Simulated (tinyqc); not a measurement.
Hydrogen passivation and dissociation of interface defects with a spread of activation energies: one step, computed by the program tinyqc.

Active defects P react as P + H2 -> HP + H and HP -> P + H; released atomic hydrogen is removed. All defects start active. Activation energies are normally distributed, independently for the two reactions.

Problem. A five-point average. a = k_f0 [H2] exp(-E_f/k_B T), b = k_d0 exp(-E_d/k_B T); the active share of one kind of site is b/(a + b) + (a/(a + b)) exp(-(a + b) t). Gauss-Hermite nodes for a unit normal variable, z = 0, +/-1.355626, +/-2.856970 with weights 0.533333, 0.222076, 0.011257; E_f + s_f z is varied at the mean E_d.

Inputs (values chosen for the exercise, for a model interface):

| quantity | value | unit |
|---|---|---|
| mean passivation energy E_f | 1.61 | eV |
| spread s_f | 0.13 | eV |
| prefactor k_f0 | 4.2e-09 | cm^3/s |
| mean dissociation energy E_d | 2.62 | eV |
| prefactor k_d0 | 2.4e+13 | 1/s |
| dissolved hydrogen [H2] | 1.2e+17 | cm^-3 |
| anneal temperature T | 1040 | K |
| anneal time t | 300 | s |

Ambient: hydrogen.

Constants: k_B = 8.617333262e-05 eV/K.

Give: Nodes; active share, five points.

Solution.

Nodes:

| z | weight | energy (eV) | rate (1/s) | active share |
|---|---|---|---|---|
| -2.856970 | 0.011257 | 1.2386 | 5.0151e+02 | 0.00954 |
| -1.355626 | 0.222076 | 1.4338 | 5.6816e+01 | 0.07833 |
| 0.000000 | 0.533333 | 1.6100 | 7.9518e+00 | 0.37783 |
| 1.355626 | 0.222076 | 1.7862 | 1.1129e+00 | 0.81270 |
| 2.856970 | 0.011257 | 1.9814 | 1.2608e-01 | 0.97455 |

active share, five points = 0.41046

Caution: the spread exceeds 1.3 k_B T, so the integrand is step-like and five points are a rough average.
